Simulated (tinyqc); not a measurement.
Heavy and light holes: cyclotron masses of warped hole bands.

Parameters, chosen for this exercise (near those of Si; shifted at random, so the results belong to these values and not to a real crystal): g1 = 4.28 (Luttinger gamma1); g2 = 0.34 (gamma2); g3 = 1.44 (gamma3); ths = (0, 10, 25, 35, 55, 70, 90) degrees (angles).

E = c k^2 f(n) with f = g1 -/+ 2 sqrt(g2^2 + 3 (g3^2 - g2^2)(nx^2 ny^2 + ny^2 nz^2 + nz^2 nx^2)). For the orbit through k = 0 perpendicular to b = (sin(theta)/sqrt2, sin(theta)/sqrt2, cos(theta)), mc is the mean of 1/f over the directions n in that plane (180 evenly spaced angles). Quantum effects of the lowest levels are left out.

Cyclotron masses (m0):

| theta (degrees) | heavy | light |
|---|---|---|
| 0 | 0.4170 | 0.1682 |
| 10 | 0.4300 | 0.1653 |
| 25 | 0.4862 | 0.1563 |
| 35 | 0.5297 | 0.1513 |
| 55 | 0.5673 | 0.1471 |
| 70 | 0.5571 | 0.1494 |
| 90 | 0.5439 | 0.1547 |

The heavy mass varies by 36 % over the table, with its largest listed value at 55 degrees ([111] lies at 54.7) and its smallest at 0; the light mass varies by 14.3 %. The warping term enters both with the same size, but it is set against a small inverse mass in one and a large one in the other (along [111], g1 - 2 g3 = 1.40 and g1 + 2 g3 = 7.16).

Program tinyqc; command `OMP_NUM_THREADS=1 python tinyqc.py 1280878 1280879 out.jsonl`; about 0.01 s on one thread of a shared Intel(R) Xeon(R) Processor @ 2.30GHz.
